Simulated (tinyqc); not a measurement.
From results back to parameters: plasmons of a degenerate electron gas in the random-phase approximation. Three cases, with inputs chosen for the exercise.

Problem. At small q the plasmon follows E = Ep + B q^2 with B = (3/10)(hbar vF)^2/Ep, hbar vF = 2 c kF/m; n and m are hidden.

Zero temperature, parabolic band: kF = (3 pi^2 n)^(1/3), EF = c kF^2/m, Ep^2 = 8 pi c e2 n/(m eb), qTF^2 = 6 pi e2 n/(eb EF), c = hbar^2/2m0, e2 = e^2/(4 pi eps0), n in 1/angstrom^3 (1e-24 per 1/cm^3).

Constants: hbar^2/2m0 = 3.80998211 eV angstrom^2; e^2/(4 pi eps0) = 14.39964547 eV angstrom.

Find: hbar vF; kF; n; m.

Method. hbar vF = sqrt(B Ep/0.3); Ep^2 = (4 e2/(3 pi eb)) kF^2 hbar vF gives kF, then n and m.

Case 1.

Values chosen (out of a larger set: mass and background constant near those of GaAs; polar phonons, which mix with the plasmon in the real crystal, and the rise of the mass with filling are left out; not measured data): eb = 10.9 (background dielectric constant).

Ep = 180.782 meV
B = 140.821 eV angstrom^2

Solution.

hbar vF = 9.212 eV angstrom
kF = 0.07955 1/angstrom
n = 1.70e+19 1/cm^3
m = 0.066 m0

Case 2.

Values chosen (out of a larger set: a free-electron density near that of K; not measured data): eb = 1 (background dielectric constant).

Ep = 4.31444 eV
B = 2.19082 eV angstrom^2

Solution.

hbar vF = 5.613 eV angstrom
kF = 0.7366 1/angstrom
n = 1.35e+22 1/cm^3
m = 1.000 m0

Case 3.

Values chosen (out of a larger set: a free-electron density near that of Na; not measured data): eb = 1 (background dielectric constant).

Ep = 5.97595 eV
B = 2.44212 eV angstrom^2

Solution.

hbar vF = 6.975 eV angstrom
kF = 0.9153 1/angstrom
n = 2.59e+22 1/cm^3
m = 1.000 m0

Computed by tinyqc, one run a case: `OMP_NUM_THREADS=1 python tinyqc.py N N+1 out.jsonl` with N = 1651154, 1651169, 1651202; one thread of a shared Intel(R) Xeon(R) Processor @ 2.30GHz, about 0.01 s a run at most.
